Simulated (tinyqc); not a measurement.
Comparisons within one model: shallow acceptor in the spherical four-band model. A value that a table varies takes the place of the one given here.

The ground state 1S3/2 has an L = 0 part f(r) and an L = 2 part g(r). In units of Ry* and a*, with Gaussians f_i = exp(-a_i r^2), g_i = r^2 exp(-a_i r^2), A = a_i + a_j and I(n) = Gamma((n + 1)/2)/(2 A^((n + 1)/2)): S_ff = I(2), S_gg = I(6), H_ff = (6 a_i a_j/A) I(2) - 2 I(1), H_gg = (14 a_i a_j/A) I(6) - 2 I(5), H_fg = -mu [15 I(2) - 20 a_j I(4) + 4 a_j^2 I(6)]; each function is then normalised. The split-off band is left out.

Converged values use 22 exponents 2.2^i, i = -7 to 14, for f and for g.

Units Ry* = Ry/(g1 eps^2) and a* = a0 eps g1; mu = (6 g3 + 4 g2)/(5 g1) is the spherical heavy-light coupling and delta = (g3 - g2)/g1 the cubic term, which is left out.

Constants: Ry = 13.60569312 eV; a0 (Bohr radius) = 0.5291772105 angstrom.

Inputs chosen for the exercise (near those of a shallow acceptor in GaSb; the results hold for these values, not for the real material):
```
symbol  value                                       unit      meaning
mus     (0.14, 0.32, 0.45, 0.61, 0.71, 0.83, 0.88)            couplings
rc      2.1                                         angstrom  radius of the central cell
Vs      (2, 0, -0.5, -1.5, -2.5, -3.5)              eV        central-cell strengths
g1      13.34                                                 Luttinger gamma1
g2      4.73                                                  gamma2
g3      5.96                                                  gamma3
eps     16                                                    dielectric constant
```

## Strength of the heavy-light coupling

Ry* = 3.9841 meV

Converged values in Ry* and a*; the heavy-mass hydrogen model gives 1/(1 - mu).

Results:
```
mu    binding (Ry*)  1/(1 - mu)  ratio  L = 2 weight  <r> (a*)  binding (meV)
0.14          1.018       1.163  0.875         0.008     1.478            4.1
0.32          1.102       1.471  0.750         0.044     1.382            4.4
0.45          1.228       1.818  0.675         0.088     1.260            4.9
0.61          1.530       2.564  0.597         0.166     1.039            6.1
0.71          1.906       3.448  0.553         0.230     0.853            7.6
0.83          2.966       5.882  0.504         0.324     0.568           11.8
0.88          4.038       8.333  0.485         0.369     0.425           16.1
```

The binding starts as 1 + O(mu^2), 1.018 at mu = 0.14, since the coupling enters in second order, and reaches 4.04 at mu = 0.88. The ratio to the heavy-mass model falls from 0.88 to 0.48, towards about 0.44 as mu goes to 1: the bound hole is only partly heavy. The L = 2 weight grows to 0.37 and the radius shrinks by a factor 3.5.

## Central-cell correction

mu = 0.81979
a* = 112.948 angstrom

A short-range term V exp(-r^2/rc^2) is added (negative: attracts the hole); its elements are V S (A/(A + 1/rc^2))^(3/2) for f and ^(7/2) for g, in the same units.

Results:
```
V (eV)  1S binding (meV)  2S binding (meV)  <r> (angstrom)  L = 2 weight
2.0                 10.8              3.32            70.0         0.313
0.0                 11.2              3.38            67.3         0.315
-0.5                11.4              3.40            66.4         0.315
-1.5                11.8              3.45            64.3         0.316
-2.5                12.3              3.52            61.7         0.318
-3.5                13.1              3.61            58.2         0.320
```

From V = 0 to -3.5 eV the 1S binding grows by 1.8 meV (16 %) and the 2S binding by 0.22 meV, so the chemical shift sits mainly in the ground state. A repulsion of 2 eV removes 0.4 meV. The slope is 0.77 meV per eV over the last step against 0.22 on the repulsive side, since attraction pulls the state into the cell; over this range the level stays shallow.

## What each parameter does

Converged values. Each row changes one parameter from the base and keeps the others.

Results:
```
case           mu  Ry* (meV)  binding (meV)  <r> (angstrom)
base        0.820       3.98          11.23            67.3
g1 = 14.41  0.759       3.69           8.15            91.0
g2 = 4.02   0.777       3.98           9.39            79.4
g3 = 5.48   0.777       3.98           9.37            79.6
eps = 17.2  0.820       3.45           9.72            72.3
```

The largest shifts from the base row, up to three for each result and ties (the steps differ in size, so this ranks the rows, not the parameters). mu: g1 -0.061, g3 -0.043, g2 -0.043; unchanged at the printed digits by eps. Ry* (meV): eps -0.54, g1 -0.30; unchanged at the printed digits by g2 and g3. binding (meV): g1 -3.09, g3 -1.86, g2 -1.84. <r> (angstrom): g1 +23.8, g3 +12.3, g2 +12.1. g1 acts twice: it lowers Ry* and it lowers mu.

Run: tinyqc, `OMP_NUM_THREADS=1 python tinyqc.py 1282340 1282341 out.jsonl`; Intel(R) Xeon(R) Processor @ 2.30GHz, one thread, shared host; about 0.04 s of CPU time with all checks.
